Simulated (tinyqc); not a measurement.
Landau levels of a non-parabolic (Kane) conduction band at kz = 0, step by step. Values are carried at full precision from step to step, so a last printed digit may differ when a step is redone from the rounded ones.

In a field B along z: l = 1/sqrt((e/hbar) B) is the magnetic length, n_B = B/(h/e) the number of states per area in one level, hbar wc = 2 muB B/m for mass m in m0; 1/angstrom^2 = 1e16/cm^2.

Constants: e/hbar = 1.519267448e-05 1/(T angstrom^2); h/e = 413566.7697 T angstrom^2; muB = 5.788381798e-05 eV/T; e^2/h = 3.874045865e-05 S.

Parameters, chosen for this exercise (near those of GaSb; shifted at random, so the results belong to these values and not to a real crystal): B = 3.1 T (magnetic field); n = 7.2 x 1e11/cm^2 (electron sheet density); Eg = 0.816 eV (gap); Dso = 0.755 eV (spin-orbit splitting); Ep = 26.9 eV (Kane energy).

## Scales set by the field

Give l, n_B and the filling factor nu = n/n_B.

l = 145.71 angstrom
n_B = 0.7496 x 1e11/cm^2
nu = 9.605

## The lowest levels

Three-level Kane model: E = (N + 1/2) 2 muB B/m(E) + s g(E) muB B, s = +/-1/2, with 1/m(E) = 1 + (Ep/3)(2/(E + Eg) + 1/(E + Eg + Dso)) and g(E) = 2 - (2 Ep/3)(1/(E + Eg) - 1/(E + Eg + Dso)); E from the band edge, solved self-consistently; remote bands are left out, and so is the confinement energy of a real sheet, which raises m and lowers |g|.

List the eight lowest, in meV, with the gap to the next.

Levels:
```
label  E (meV)  gap above (meV)
0+       4.363            1.510
0-       5.873            8.591
1+      14.464            1.461
1-      15.925            8.435
2+      24.360            1.414
2-      25.774            8.287
3+      34.061            1.371
3-      35.432            8.148
```

The largest of these gaps, 8.59 meV, first occurs above level 0- and is kB T at 100 K.

## Fields of the Hall plateaus

A plateau is centred where nu = n/n_B equals 1, 2, 3, 4, 5, 6; there rho_xy = h/(nu e^2).

Plateaus:
```
nu   B (T)  1/B (1/T)  rho_xy (kohm)
1   29.777     0.0336        25.8128
2   14.888     0.0672        12.9064
3    9.926     0.1007         8.6043
4    7.444     0.1343         6.4532
5    5.955     0.1679         5.1626
6    4.963     0.2015         4.3021
```

The order of the levels can change with B, but these counts hold wherever the levels are resolved.

## Checks

- Mean of the two lowest levels at 1e-4 T against muB B/m(0), as a ratio: both 1.0000.

tinyqc: `OMP_NUM_THREADS=1 python tinyqc.py 1252793 1252794 out.jsonl`; about 0.05 s, one thread, shared Intel(R) Xeon(R) Processor @ 2.30GHz.
